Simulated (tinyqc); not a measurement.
What moves the optical constants: free-carrier optics of a doped semiconductor (Drude model with one polar phonon).

eps(E) = ei [1 - Ep^2/(E^2 + i E Gam)] + (es - ei) wT^2/(wT^2 - E^2 - i E gT), with Ep^2 = 8 pi c (e^2/(4 pi eps0)) N/(m ei), c = hbar^2/2m0, N in 1/angstrom^3 (1e-24 per 1/cm^3); Gam = hbar/tau, tau = mu m m0/e with m0/e = 5.685630e-12 kg/C and mu in m^2/(V s). Energies in meV.

n + i k = sqrt(eps1 + i eps2) with k >= 0; R = ((n - 1)^2 + k^2)/((n + 1)^2 + k^2) at normal incidence from vacuum; alpha = 2 E k/(hbar c), times 1e8 for 1/cm; loss function Im(-1/eps) = eps2/(eps1^2 + eps2^2).

Constants: hbar^2/2m0 = 3.80998211 eV angstrom^2; e^2/(4 pi eps0) = 14.39964547 eV angstrom; hbar = 6.58211957e-16 eV s; hbar c = 1973.269805 eV angstrom.

Values chosen for the exercise (mass and dielectric values near those of SiC; N and mu are free inputs; interband absorption and the rise of the mass with filling are left out; the results hold for these values, not for the real material): N = 3.5e+18 1/cm^3 (carrier density); m = 0.366 m0 (conductivity mass); mu = 200 cm^2/(V s) (mobility); ei = 6.5 (high-frequency dielectric constant); wT = 97.3 meV (TO phonon); es = 9.55 (static dielectric constant); gT = 0.9 meV (phonon damping); E = 109.7 meV (photon energy).

At the energy E. Each row changes one parameter from the base and keeps the others.

Results:
```
case                 Ep (meV)  Gam (meV)       R  alpha (1/cm)
base                    45.04      15.82  0.9313      2.68e+04
N = 5.25e+18 1/cm^3     55.16      15.82  0.9311      2.80e+04
m = 0.4392 m0           41.12      13.18  0.9340      2.64e+04
mu = 120 cm^2/(V s)     45.04      26.36  0.9202      2.68e+04
ei = 6.83               43.94      15.82  0.9060      2.30e+04
E = 131.6 meV           45.04      15.82  0.0330           674
```

The largest shifts from the base row, up to three for each result and ties (the steps differ in size, so this ranks the rows, not the parameters). Ep (meV): N +10.12, m -3.92, ei -1.10; unchanged at the printed digits by mu and E. Gam (meV): mu +10.54, m -2.64; unchanged at the printed digits by N, ei and E. R: E -0.8983, ei -0.0253, mu -0.0111. alpha (1/cm): E -2.62e+04, ei -3.83e+03, N +1.22e+03; unchanged at the printed digits by mu.

Computed by tinyqc, a small Python program: `OMP_NUM_THREADS=1 python tinyqc.py 1651437 1651438 out.jsonl` (the numbers bound the seed that draws the inputs); one thread of a shared host (Intel(R) Xeon(R) Processor @ 2.30GHz), about 0.01 s for the whole set of steps.
